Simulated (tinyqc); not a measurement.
Lattice vibrations of a chain, step by step. Computed by tinyqc, a small Python program that keeps every step. Command: `OMP_NUM_THREADS=1 python tinyqc.py 26362 26363 out.jsonl` (the two numbers bound the seeds that draw the settings). One thread of a shared host (Intel(R) Xeon(R) Processor @ 2.60GHz), about 0.01 s of CPU time with the checks.

## Dynamical matrix at q = 0.05

A chain moving along its axis:
```
atom    mass (u)  spring to the next atom (eV/angstrom^2)
1      61.800000                                25.100000
2      97.100000                                16.000000
3     109.200000                                 2.100000
4      24.500000                                20.200000
```

q is in units of 2 pi/a. A spring k from atom i to atom j, n cells on, adds k to Phi_ii and Phi_jj, -k exp(2 pi i q n) to Phi_ij and the conjugate to Phi_ji (for one atom a cell: 2k (1 - cos 2 pi q n)); D_ij = Phi_ij / sqrt(m_i m_j).

D(q) (eV/(angstrom^2 u)):
```
[[0.733010, -0.324019, 0.000000, -0.493720+0.160419i],
 [-0.324019, 0.423275, -0.155381, 0.000000],
 [0.000000, -0.155381, 0.165751, -0.040600],
 [-0.493720-0.160419i, 0.000000, -0.040600, 0.910204]]
```

## Frequencies

omega^2 are the eigenvalues; wavenumber = 521.4708 sqrt(eigenvalue) 1/cm.

eigenvalues: [0.000535, 0.230739, 0.601871, 1.399095]

wavenumbers (1/cm): [12.1, 250.5, 404.6, 616.8]

weights |e|^2 of the mass-weighted modes, order atom 1, atom 2, atom 3, atom 4:
```
[[0.211129, 0.252693, 0.094795, 0.441383],
 [0.332398, 0.055028, 0.560256, 0.052318],
 [0.373166, 0.576188, 0.047987, 0.002659],
 [0.083307, 0.116091, 0.296961, 0.503640]]
```

## Dispersion and heat capacity

C/k_B per atom = mean over q = (j + 1/2)/80, j = 0..39 and all branches of y^2 e^y/(e^y - 1)^2, y = hc wavenumber / k_B T.

Wavenumbers (1/cm):
```
q          branch 1    branch 2    branch 3    branch 4
0.000000   0.000000  251.053799  404.362357  616.830682
0.062500  15.051459  250.176090  404.667793  616.803349
0.125000  29.766706  247.645943  405.527101  616.725398
0.187500  43.775432  243.762960  406.785442  616.608426
0.250000  56.636835  239.003014  408.229868  616.469966
0.312500  67.804170  233.998831  409.634327  616.330980
0.375000  76.609729  229.513747  410.795897  616.212736
0.437500  82.318370  226.362928  411.558038  616.133515
0.500000  84.305629  225.222392  411.823109  616.105655
```

Heat capacity:
```
T (K)  C/k_B per atom
20           0.103161
50           0.215075
100          0.365097
200          0.630351
300          0.782641
600          0.932888
1200         0.982191
```

zero-point energy per atom = 20.381928 meV
